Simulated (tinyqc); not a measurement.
From results back to parameters: trap in a gate oxide as a short-range spherical well. Four cases, with inputs chosen for the exercise.

Problem. In the Lucovsky model sigma goes as (h nu - Et)^(3/2)/(h nu)^3. The ratio of the cross-sections at h1 and h2 was computed from a hidden Et.

Case 1.

Values chosen (out of a larger set: near those of SiO2 on Si; not measured data): h1 = 3.371 eV (first photon energy); h2 = 4.648 eV (second photon energy).

sigma(h1)/sigma(h2) = 0.738771

Case 2.

Values chosen (out of a larger set: near those of HfO2 on Si; not measured data): h1 = 2.163 eV (first photon energy); h2 = 3.361 eV (second photon energy).

sigma(h1)/sigma(h2) = 0.842289

Case 3.

Values chosen (out of a larger set: near those of SiO2 on 4H SiC; not measured data): h1 = 2.563 eV (first photon energy); h2 = 4.514 eV (second photon energy).

sigma(h1)/sigma(h2) = 0.747695

Case 4.

Values chosen (out of a larger set: near those of Al2O3 on GaAs; not measured data): h1 = 1.046 eV (first photon energy); h2 = 1.807 eV (second photon energy).

sigma(h1)/sigma(h2) = 0.190117

Find: Et.

Solution. y = [ratio (h1/h2)^3]^(2/3), and Et = (h1 - y h2)/(1 - y): the plot of (sigma (h nu)^3)^(2/3) against h nu is a line through Et.

Case 1.

Et = 2.408 eV

Case 2.

Et = 1.461 eV

Case 3.

Et = 1.857 eV

Case 4.

Et = 0.951 eV

Computed by tinyqc, one run a case: `OMP_NUM_THREADS=1 python tinyqc.py N N+1 out.jsonl` with N = 1250302, 1250349, 1250472, 1250482; one thread of a shared Intel(R) Xeon(R) Processor @ 2.30GHz, about 0.01 s a run at most.
